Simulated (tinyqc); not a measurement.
Inside a calculation. Method: Hueckel theory of the pi electrons, for the molecule C=CC=CC=CC=C (SMILES; centres numbered as the heavy atoms are written). One step of it, computed by the program tinyqc.

Problem. Energy, charges, bond orders. E = sum n x; q_r = z_r - P_rr; bond order p = P_rs; free valence = sqrt(3) - sum of p over the bonds of the atom.

x values: [1.879385, 1.532089, 1.000000, 0.347296, -0.347296, -1.000000, -1.532089, -1.879385]

occupations: [2.000000, 2.000000, 2.000000, 2.000000, 0.000000, 0.000000, 0.000000, 0.000000]

charge and bond-order matrix P, order 1C, 2C, 3C, 4C, 5C, 6C, 7C, 8C:
$$\begin{pmatrix}
1.000000 & 0.862086 & 0.000000 & -0.367267 & 0.000000 & 0.263287 & 0.000000 & -0.229353 \\
0.862086 & 1.000000 & 0.494818 & 0.000000 & -0.103980 & 0.000000 & 0.033934 & 0.000000 \\
0.000000 & 0.494818 & 1.000000 & 0.758105 & 0.000000 & -0.333333 & 0.000000 & 0.263287 \\
-0.367267 & 0.000000 & 0.758105 & 1.000000 & 0.528752 & 0.000000 & -0.103980 & 0.000000 \\
0.000000 & -0.103980 & 0.000000 & 0.528752 & 1.000000 & 0.758105 & 0.000000 & -0.367267 \\
0.263287 & 0.000000 & -0.333333 & 0.000000 & 0.758105 & 1.000000 & 0.494818 & 0.000000 \\
0.000000 & 0.033934 & 0.000000 & -0.103980 & 0.000000 & 0.494818 & 1.000000 & 0.862086 \\
-0.229353 & 0.000000 & 0.263287 & 0.000000 & -0.367267 & 0.000000 & 0.862086 & 1.000000
\end{pmatrix}$$

Centres:
```
centre  z_r, pi electrons of the neutral centre         h
1C                                            1  0.000000
2C                                            1  0.000000
3C                                            1  0.000000
4C                                            1  0.000000
5C                                            1  0.000000
6C                                            1  0.000000
7C                                            1  0.000000
8C                                            1  0.000000
```

Bonds:
```
i  j  k
1  2  1
2  3  1
3  4  1
4  5  1
5  6  1
6  7  1
7  8  1
```

Give: pi energy = 8 alpha + this times beta; pi charges; Bond orders and lengths from R = 1.517 - 0.180 p; free valence of the carbons; gap between the highest filled and the next level.

Solution.

pi energy = 8 alpha + this times beta = 9.5175

pi charges: 1C 0.0000, 2C 0.0000, 3C 0.0000, 4C 0.0000, 5C 0.0000, 6C 0.0000, 7C 0.0000, 8C 0.0000

Bond orders and lengths from R = 1.517 - 0.180 p (angstrom, C-C alone):
```
bond       p       R
1-2   0.8621  1.3618
2-3   0.4948  1.4279
3-4   0.7581  1.3805
4-5   0.5288  1.4218
5-6   0.7581  1.3805
6-7   0.4948  1.4279
7-8   0.8621  1.3618
```

free valence of the carbons: 1C 0.8700, 2C 0.3751, 3C 0.4791, 4C 0.4452, 5C 0.4452, 6C 0.4791, 7C 0.3751, 8C 0.8700

gap between the highest filled and the next level = 0.6946 |beta|
